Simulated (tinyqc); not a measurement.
# Mobility and threshold from two currents

Problem. In the linear region I = mu Cox (W/L) [(Vgs - VT) Vds - m Vds^2/2], Cox = eps0 eox/tox. Find mu and VT.

Parameters, values chosen for the exercise:
```
symbol,value,unit,meaning
eox,24.8,,relative permittivity of the gate insulator
tox,49,nm,insulator thickness
W,1,um,gate width
L,5,um,gate length
```

Constants: eps0 = 8.8541878128e-14 F/cm where lengths are in cm. Results are converted to the units shown.

I at Vgs = 1.52 and 2.02 V, Vds = 0.05 V (uA): 0.16348526  0.38755042
m = 1.2504044

Answer. The slope dI/dVgs is mu Cox (W/L) Vds; the line meets zero current at VT + m Vds/2.

mu = 100.0 cm^2/(V s)
VT = 1.124 V

Computed by the program tinyqc: `OMP_NUM_THREADS=1 python tinyqc.py 2360017 2360018 out.jsonl`, one thread of a shared Intel Xeon 2.30GHz, about 0.03 s for the whole run.
